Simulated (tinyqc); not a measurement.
Donor in an ellipsoidal valley (Kohn-Luttinger variational method): one step, computed by the program tinyqc. Command: `OMP_NUM_THREADS=1 python tinyqc.py 3023010 3023011 out.jsonl kohnlutt walk`. One thread of a shared host (Intel(R) Xeon(R) Processor @ 2.30GHz), about 0.06 s of CPU time with the checks.

H = -(d^2/dx^2 + d^2/dy^2) - gamma d^2/dz^2 - 2/r in units built on m_t, with gamma = m_t/m_l and z along the valley axis. One valley; no valley-orbit or central-cell term.

Question. Effective units. Ry* = Ry m_t/eps^2, a* = a_0 eps/m_t, gamma = m_t/m_l.

Inputs (values chosen for the exercise, modelled on diamond): transverse mass m_t = 0.345 m_0; longitudinal mass m_l = 1.54 m_0; dielectric constant eps = 5.56.

Constants: Ry = 13.605693123 eV; a_0 = 0.529177210903 angstrom.

Give: Ry*; a*; gamma.

Answer.

Ry* = 151.84 meV

a* = 8.5282 angstrom

gamma = 0.22403

Caution: a* is only a few bond lengths, so central-cell and valley-orbit terms are large.
